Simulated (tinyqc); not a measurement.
## Gap and radiative efficiency from Jsc and Voc

Question. Photon flux above E from a black body at temperature T into a hemisphere: Phi(E, T) = A sum_k exp(-k E/th)[E^2 th/k + 2 E th^2/k^2 + 2 th^3/k^3], k = 1, 2, ..., with th = kB T/q in eV and A = 2 pi q^3/(h^3 c^2). A cell with a sharp absorption edge has Jsc = q F Phi(Eg, Ts) and Voc = Vt ln(1 + Jsc/J0), J0 = q ge Phi(Eg, T)/ERE. Find Eg and ERE.

Inputs (values chosen for the exercise): cell temperature T = 280 K; emitter temperature Ts = 1200 K; share of the hemisphere filled by the emitter F = 0.28; number of faces that emit ge = 2.

Constants: q = 1.602176634e-19 C, kB = 1.380649e-23 J/K, h = 6.62607015e-34 J s, c = 299792458 m/s, Vt = kB T/q. Results are converted to the units shown.

Jsc = 66.3788753 mA/cm^2
Voc = 0.586013702 V

Answer. Phi falls steadily with E, so Jsc fixes Eg; Voc gives J0, and its ratio to the radiative dark current is 1/ERE.

Eg = 0.9200 eV
ERE = 0.01000

Numbers from tinyqc (`OMP_NUM_THREADS=1 python tinyqc.py 2820115 2820116 out.jsonl`; about 0.01 s on one thread of a shared Intel Xeon 2.30GHz).
